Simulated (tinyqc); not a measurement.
Resistance of a tapered via with liner, size effect and interface: one step of the calculation.

A round via whose diameter grows from db at the bottom as D(z) = db + 2 z/tan(ang). The fill, of diameter D - 2 tl, starts above the bottom liner (thickness fb tl) and has rho = rho0 (1 + ks lam/(D - 2 tl)); the sidewall liner conducts in parallel with it. The bottom liner and the interface are crossed over the full area pi db^2/4. Spreading in the lines above and below is left out.

Question. Total resistance. R_fill = sum of the slices; R_bottom = rl fb tl/(pi db^2/4); R_interface = ri/(pi db^2/4); ballistic (Sharvin) limit 1/(Sb pi (db - 2 tl)^2/4); ideal cylinder rho0 hv/(pi db^2/4).

Values chosen for this exercise; fill metal close to ruthenium: diameter at the bottom db = 40 nm; height hv = 150 nm; bulk resistivity of the fill rho0 = 7.58 uohm cm; liner on the sidewall tl = 0.1 nm; liner at the bottom over that on the sidewall fb = 0.5; resistivity of the liner rl = 220 uohm cm; interface resistivity at the bottom ri = 9.1e-13 ohm cm^2; ballistic conductance per area, about 3/(4 rho0 lam) Sb = 1.5e15 S/m^2.

| slice | slice resistance (ohm) |
|---|---|
| 0 | 1.2521857 |
| 1 | 1.1706017 |
| 2 | 1.0967182 |
| 3 | 1.0295977 |
| 4 | 0.96844120 |
| 5 | 0.91256385 |
| 6 | 0.86137626 |
| 7 | 0.81436890 |

Give: parts; R; shares; ballistic limit; ideal cylinder.

Answer.

parts (ohm): fill 8.106, bottom liner 0.08754, interface 0.07242
R = 8.266 ohm
shares (%): fill 98.06, bottom liner 1.06, interface 0.88
ballistic limit = 0.5359 ohm
ideal cylinder = 9.048 ohm

The fill is the largest part, and R is 0.914 times the ideal cylinder. With 2000 slices R = 8.2678 ohm.

tinyqc, about 0.01 s, one thread, Intel Xeon 2.30GHz (shared host): `OMP_NUM_THREADS=1 python tinyqc.py 2750118 2750119 out.jsonl`
